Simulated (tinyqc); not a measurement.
# From one set of inputs to another, one input at a time

Model: sheet resistance of a shallow doped layer with concentration-dependent mobility and limited activation. Computed by tinyqc, a small Python program. Command: `OMP_NUM_THREADS=1 python tinyqc.py 3019016 3019017 out.jsonl irvin ladder`. One thread of a shared host (Intel(R) Xeon(R) Processor @ 2.30GHz), about 0.02 s of CPU time with the checks.

A layer of one dopant lies in a background of the opposite type. Current flows parallel to the surface down to the junction; depletion is ignored.

The inputs printed are set A. Set A is modelled on phosphorus in silicon; the values taken over come from a set modelled on arsenic in silicon. Inputs not listed in the table keep their values of set A, so the rows need not describe a real material.

Inputs (values chosen for the exercise, modelled on phosphorus in silicon):

| quantity | value | unit |
|---|---|---|
| surface concentration C_s | 4.6e+19 | 1/cm^3 |
| length l | 57 | nm |
| background C_B | 3.4e+16 | 1/cm^3 |
| mobility floor mu_min | 71.1 | cm^2/(V s) |
| mobility mu_max | 1440 | cm^2/(V s) |
| reference density N_r | 9.52e+16 | 1/cm^3 |
| exponent alpha | 0.72 | - |
| prefactor of the active limit | 8.3e+21 | 1/cm^3 |
| energy of the active limit | 0.332 | eV |
| anneal temperature T | 1150 | C |

Profile: erfc.

Constants: k_B = 8.617333262e-05 eV/K; e = 1.602176634e-19 C.

Method:
- C(x) = C_s erfc(x/l).
- Temperatures in kelvin are T(C) + 273.15.
- Active limit C_a = prefactor x exp(-energy/(k_B T)); the junction lies where C = C_B, and the profile exceeds C_a down to x_a (zero if C_s is below C_a). Slope at the junction in nm per decade = ln(10) C/|dC/dx|.
- Active density N = min(C, C_a); carriers n = N - C_B; mobility mu = mu_min + (mu_max - mu_min)/(1 + ((N + C_B)/N_r)^alpha).
- Integrals from 0 to x_j, where C = C_B (Gauss-Legendre, 60 points on each smooth piece; 1 nm = 1e-7 cm): dose int C dx, carriers int n dx, mean mobility int n mu dx/int n dx, R_s = 1/(e int n mu dx).

Each row keeps all changes above it:

| input moved | from | to | junction depth x_j (nm) | mean mobility (cm^2/(V s)) | carriers per dopant atom |
|---|---|---|---|---|---|
| set A | - | - | 136.02 | 103.56 | 0.99687 |
| surface concentration C_s (1/cm^3) | 4.6e+19 | 3.4e+20 | 156.81 | 79.46 | 0.99951 |
| prefactor of the active limit (1/cm^3) and energy of the active limit (eV) | 8.3e+21, 0.332 | 2.5e+22, 0.47 | 156.81 | 79.46 | 0.99951 |
| mobility mu_max (cm^2/(V s)) and mobility floor mu_min (cm^2/(V s)) and reference density N_r (1/cm^3) and exponent alpha | 1440, 71.1, 9.52e+16, 0.72 | 1430, 51, 9.88e+16, 0.691 | 156.81 | 61.40 | 0.99951 |
| background C_B (1/cm^3) | 3.4e+16 | 2.7e+18 | 106.99 | 59.97 | 0.97350 |
| anneal temperature T (C) | 1150 | 850 | 106.99 | 61.21 | 0.82555 |

Where does the difference come from?

Junction depth x_j goes from 136 to 107, a factor 0.787 in all. The largest single move comes from background C_B (a factor 0.682), and surface concentration C_s works against it (a factor 1.15). Mean mobility goes from 104 to 61.2, a factor 0.591 in all. The largest single move comes from surface concentration C_s (a factor 0.767). Carriers per dopant atom goes from 0.997 to 0.826, a factor 0.828 in all. The largest single move comes from anneal temperature T (a factor 0.848). The single moves hold for this order of the switches; the total does not depend on the order.

Caution (rows surface concentration C_s, prefactor of the active limit, mobility mu_max, background C_B): above about 2e20 per cm^3 measured mobilities fall further than this form.

Extremes, crossings and ranges named in words are read from the listed rows.
